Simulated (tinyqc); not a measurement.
Inside a calculation. Model: vibrations of a mass or spring defect in a linear chain. Computed by tinyqc, a small Python program that keeps every step. Command: `OMP_NUM_THREADS=1 python tinyqc.py 3025246 3025247 out.jsonl localmode walk`. One thread of a shared host (Intel(R) Xeon(R) Processor @ 2.30GHz), about 0.01 s of CPU time with the checks. Intermediate numbers are printed to about 6 digits and carried at full precision; extremes and crossings named in words are read from the listed rows.

A ring of N atoms with nearest-neighbour springs k and motion along the chain. Atom 1 is the defect, of mass M', and its two springs are k'. All other atoms have the mass M.

Inputs (values chosen for the exercise, for a model chain):

| quantity | value | unit |
|---|---|---|
| spring constant k | 2.14 | eV/angstrom^2 |
| host mass M | 59.2 | u |
| defect mass M' | 27 | u |
| spring ratio k'/k at the defect | 0.52 | - |
| atoms in the ring N | 10 | - |

Host: monatomic.

Constants: nu for 1 eV/(angstrom^2 u) = 15.6333042 THz.

## Band edges of the host

Host band: lambda from 0 to 4k/M. nu = 15.6333042 THz x sqrt(lambda), lambda in eV/(angstrom^2 u).

band edges (THz): 0.00000  5.94466

## Dynamical matrix of the ring

D_ii = (sum of the two springs at i)/M_i, D_ij = -k_ij/sqrt(M_i M_j) for neighbours, closed into a ring.

D (eV/(angstrom^2 u)), lower triangle (symmetric):
```
             1           2           3           4           5           6           7           8
1    0.0824296
2   -0.0278339   0.0549459
3    0.0000000  -0.0361486   0.0722973
4    0.0000000   0.0000000  -0.0361486   0.0722973
5    0.0000000   0.0000000   0.0000000  -0.0361486   0.0722973
6    0.0000000   0.0000000   0.0000000   0.0000000  -0.0361486   0.0722973
7    0.0000000   0.0000000   0.0000000   0.0000000   0.0000000  -0.0361486   0.0722973
8    0.0000000   0.0000000   0.0000000   0.0000000   0.0000000   0.0000000  -0.0361486   0.0722973
9    0.0000000   0.0000000   0.0000000   0.0000000   0.0000000   0.0000000   0.0000000  -0.0361486
10  -0.0278339   0.0000000   0.0000000   0.0000000   0.0000000   0.0000000   0.0000000   0.0000000

             9         10
9    0.0722973
10  -0.0361486  0.0549459
```

## Frequencies of the ring

Diagonalise D and leave out the zero eigenvalue of the uniform shift.

nonzero frequencies (THz): 1.60899  1.93286  3.25010  3.61479  4.66663  4.80318  5.45949  5.61318  5.87990

No mode lies outside the host bands.

## The highest mode of a long ring

The same matrix for 120 atoms; amplitudes are the mass-weighted eigenvector, in size, relative to the defect, for the highest mode; its weight is the squared component of the normalised eigenvector on the defect.

highest frequency, long ring = 5.94415 THz

weight of the highest mode on the defect = 1.44811e-05

amplitudes on atoms 1 to 8: 1.00000  1.11627  1.99761  2.87759  3.75562  4.63109  5.50342  6.37201

ratio to the top of the host band = 0.999915

No mode lies more than 0.05 % above the host band.

## Convergence with the size of the ring

The formulas are those given above.

Highest mode:

| N | frequency (THz) | weight on the defect | modes outside the bands |
|---|---|---|---|
| 4 | 5.66159 | 2.71149e-01 | 0 |
| 6 | 5.78681 | 1.01917e-01 | 0 |
| 8 | 5.84776 | 4.53085e-02 | 0 |
| 12 | 5.89854 | 1.37428e-02 | 0 |
| 20 | 5.92731 | 3.01306e-03 | 0 |
| 40 | 5.94019 | 3.83619e-04 | 0 |
| 80 | 5.94353 | 4.86108e-05 | 0 |
| 120 | 5.94415 | 1.44811e-05 | 0 |

The weight of the highest mode on the defect goes from 2.71149e-01 in a ring of 4 atoms to 1.44811e-05 in one of 120.

Checks made by the program: sum of eigenvalues against the trace of D (relative difference below 1e-10).
